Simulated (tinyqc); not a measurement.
Worked calculation: tight binding, kagome lattice. Computed by tinyqc, a small Python program that keeps every step. Settings: t1 = 1.87, t2 = 1.59, delta = 0, bands filled = 1. Command: `OMP_NUM_THREADS=1 python tinyqc.py 25538 25539 out.jsonl` (the two numbers bound the seeds that draw the settings). One thread of a shared host (Intel(R) Xeon(R) Processor @ 2.60GHz), about 0.01 s of CPU time with the checks.

## Bloch Hamiltonian at k

Parameters chosen for this model:
```
parameter     value                unit
t1         1.870000    eV, up triangles
t2         1.590000  eV, down triangles
delta             0        eV on site C
```

k point k (fractions of the reciprocal vectors): [0.370000, -0.380000]

H_AB = -t1 - t2 exp(-i k.a1), H_AC = -t1 - t2 exp(-i k.a2), H_BC = -t1 - t2 exp(i k.(a1 - a2)), H_CC = delta.

H(k) at k (eV), order A, B, C:
$$\begin{pmatrix}
0.000000 & -0.781570+1.159060i & -0.710940-1.088430i \\
-0.781570-1.159060i & 0.000000 & -1.870000+1.590000i \\
-0.710940+1.088430i & -1.870000-1.590000i & 0.000000
\end{pmatrix}$$

## Levels at k

Diagonalise the Hermitian matrix.

eigenvalues (eV): [-2.561076, -0.898924, 3.460000]

weights |c|^2 of the basis functions, order A, B, C:
$$\begin{pmatrix}
0.053369 & 0.720055 & 0.226577 \\
0.486513 & 0.121743 & 0.391744 \\
0.460118 & 0.158202 & 0.381679
\end{pmatrix}$$

## Bloch Hamiltonian at K

k point K (fractions of the reciprocal vectors): [0.333333, 0.666667]

As before.

H(k) at K (eV), order A, B, C:
$$\begin{pmatrix}
0.000000 & -1.075000+1.376980i & -1.075000-1.376980i \\
-1.075000-1.376980i & 0.000000 & -1.075000+1.376980i \\
-1.075000+1.376980i & -1.075000-1.376980i & 0.000000
\end{pmatrix}$$

## Levels at K

As before.

eigenvalues (eV): [-2.150000, -1.310000, 3.460000]

weights |c|^2 of the basis functions, order A, B, C:
$$\begin{pmatrix}
0.333333 & 0.333333 & 0.333333 \\
0.333333 & 0.333333 & 0.333333 \\
0.333333 & 0.333333 & 0.333333
\end{pmatrix}$$

## Bands along a path

The same steps at evenly spaced points between the labelled ones.

Bands along the path (eV):
```
k             band 1     band 2    band 3
G          -6.920000   3.460000  3.460000
G-K 0.25   -6.459631   2.999631  3.460000
G-K 0.50   -5.204133   1.744133  3.460000
G-K 0.75   -3.504739   0.044739  3.460000
K          -2.150000  -1.310000  3.460000
K-M 0.25   -2.558576  -0.901424  3.460000
K-M 0.50   -3.060333  -0.399667  3.460000
K-M 0.75   -3.390800  -0.069200  3.460000
M          -3.504739   0.044739  3.460000
M-K' 0.25  -3.390800  -0.069200  3.460000
M-K' 0.50  -3.060333  -0.399667  3.460000
M-K' 0.75  -2.558576  -0.901424  3.460000
K'         -2.150000  -1.310000  3.460000
```

With 1 band(s) filled, the highest filled level on these points lies at K and the lowest empty one at K: a gap of 0.8400 eV, direct.
